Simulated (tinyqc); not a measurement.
Finite square well with mass mismatch (envelope functions): one step. Levels with energy-dependent masses. Two cases, with inputs chosen for the exercise.

Question. Solve the same condition with the energy-dependent masses, and list the shift from the parabolic levels that exist in both.

A square well of width L and depth V0, mass mw inside and mb outside, energies from the bottom of the well, c = hbar^2/2m0. k = sqrt(mw E/c), kappa = sqrt(mb (V0 - E)/c). psi and psi'/m are continuous at the walls (BenDaniel-Duke), so level n solves k L + 2 atan[(k/mw)/(kappa/mb)] = n pi.

Non-parabolic bands: mw is replaced by mw (1 + alpha_w E) and mb by mb (1 - alpha_b (V0 - E)), in k, kappa and the matching condition alike.

Constants: hbar^2/2m0 = 3.80998211 eV angstrom^2.

Case 1.

Values chosen (near those of a GaAs well in AlGaAs; shifted at random, so the results belong to these values and not to a real crystal): L = 169 angstrom (well width); V0 = 0.121 eV (barrier height); mw = 0.0666 m0 (mass in the well); mb = 0.0795 m0 (mass in the barrier); alpha_w = 0.54 1/eV (non-parabolicity in the well); alpha_b = 0.22 1/eV (non-parabolicity in the barrier).

Case 2.

Values chosen (near those of a non-polar GaN well in AlGaN; shifted at random, so the results belong to these values and not to a real crystal): L = 45 angstrom (well width); V0 = 0.69 eV (barrier height); mw = 0.203 m0 (mass in the well); mb = 0.255 m0 (mass in the barrier); alpha_w = 0.18 1/eV (non-parabolicity in the well); alpha_b = 0.56 1/eV (non-parabolicity in the barrier).

Give: a table of n, E (eV), mass inside, mass outside, shift (meV).

Answer.

Case 1.

Levels:
```
n  E (eV)  mass inside  mass outside  shift (meV)
1  0.0120       0.0670        0.0776          0.0
2  0.0465       0.0683        0.0782         -0.6
3  0.0973       0.0701        0.0791         -2.9
```

Level 1 moves by 0.0 meV and level 3 by -2.9 meV.

Case 2.

Levels:
```
n  E (eV)  mass inside  mass outside  shift (meV)
1  0.0617       0.2053        0.1653          4.2
2  0.2314       0.2115        0.1895          4.1
3  0.4751       0.2204        0.2243        -19.6
```

Level 1 moves by +4.2 meV and level 3 by -19.6 meV. The lighter mass deep in the barrier hardens the wall for low levels; the heavier mass in the well wins higher up.

Computed by tinyqc, one run a case: `OMP_NUM_THREADS=1 python tinyqc.py N N+1 out.jsonl` with N = 1251649, 1251675; one thread of a shared Intel(R) Xeon(R) Processor @ 2.30GHz, about 0.01 s a run at most.
